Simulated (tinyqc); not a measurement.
# Energy and delay of logic against supply voltage: effects of single changes

One expression serves below and above threshold: I(Vg) = Ik [ln(1 + exp((Vg - VT + dd V)/(al nf Vt)))]^al, with I_on = I(V) and I_off = I(0). Gate delay td = kd C V/I_on, clock period LD td. Per gate and cycle the switching energy is act C V^2 and the leakage energy I_off V LD td. No short-circuit current, no variation. Minima are sought above 0.09 V; below a few Vt gates no longer switch and the model has no meaning.

Values chosen for this exercise; values of the order met in logic technologies:
- T = 250 K (temperature)
- VT = 0.25 V (threshold voltage at zero drain bias)
- nf = 1.2 (slope factor)
- dd = 0.03 (barrier lowering per volt of supply)
- Ik = 2.2 uA (specific current of a gate)
- al = 1.37 (exponent of the current law)
- C = 0.93 fF (load capacitance of a gate)
- kd = 1.2 (delay factor)
- LD = 40 (logic depth)
- act = 0.3 (activity factor)

Constants: q = 1.602176634e-19 C, kB = 1.380649e-23 J/K, Vt = kB T/q. Results are converted to the units shown.

Each table varies one quantity; the others keep the values above.

## Energy and delay against supply voltage

EDP = energy times td.

Energy and delay against supply voltage:
```
V (V)  I_on (uA)  I_off (nA)  td (ps)  switching (aJ)  leakage (aJ)  energy (aJ)  EDP (fJ ps)
0.15     0.05231      0.1652     3200           6.277         3.171        9.449        30.24
0.27       2.717      0.1898    110.9           20.34        0.2274        20.57        2.281
0.38       14.75      0.2157    28.75           40.29       0.09424        40.38        1.161
0.5        34.66      0.2479    16.10           69.75       0.07980        69.83        1.124
0.62       58.56      0.2849    11.82           107.2       0.08347        107.3        1.268
0.73       83.15      0.3236    9.798           148.7       0.09259        148.8        1.458
0.85       112.4      0.3719    8.438           201.6        0.1067        201.7        1.702
0.97       143.9      0.4274    7.522           262.5        0.1247        262.6        1.975
1.08       174.5      0.4856    6.905           325.4        0.1448        325.6        2.248
1.2        209.7      0.5581    6.386           401.8        0.1711        401.9        2.567
```

td falls from 3200 to 6.39 ps; the energy rises from 9.45 to 402 aJ and the EDP goes from 30.2 through a minimum of 1.12 (at V = 0.5 V among the rows listed) to 2.57 fJ ps. The exact minima lie at V = 0.147 V for the energy and 0.446 V for the EDP. Going from 1.2 V to the energy minimum saves a factor of 42.6 in energy and costs a factor of 556 in delay.

## Optimum supplies against the slope factor

Same model as above.

V_min minimises the energy and V_EDP the product of energy and td.

Optimum supplies against the slope factor:
```
nf   V_min (V)  energy at V_min (aJ)  leakage share (%)  clock at V_min (MHz)  V_EDP (V)  clock at V_EDP (GHz)
1       0.1225                 6.482              35.46                 1.268     0.4464                 1.622
1.1     0.1346                 7.876              35.78                 3.265     0.4462                 1.422
1.2     0.1468                 9.437              36.32                 7.045     0.4460                 1.261
1.3     0.1588                 11.19              37.12                 13.23     0.4459                 1.130
1.4     0.1707                 13.16              38.21                 22.20     0.4460                 1.023
1.5     0.1826                 15.39              39.58                 34.01     0.4467                0.9341
1.6     0.1942                 17.91              41.24                 48.33     0.4483                0.8618
```

As nf goes from 1 to 1.6, V_min rises from 0.122 to 0.194 V, the energy there rises from 6.48 to 17.9 aJ, the clock there rises from 1.27 to 48.3 MHz and V_EDP goes from 0.4464 through a minimum of 0.4459 (at nf = 1.3 among the rows listed) to 0.4483 V.

Program tinyqc, `OMP_NUM_THREADS=1 python tinyqc.py 2082017 2082018 out.jsonl`; Intel Xeon 2.30GHz, shared host, one thread, about 0.01 s.
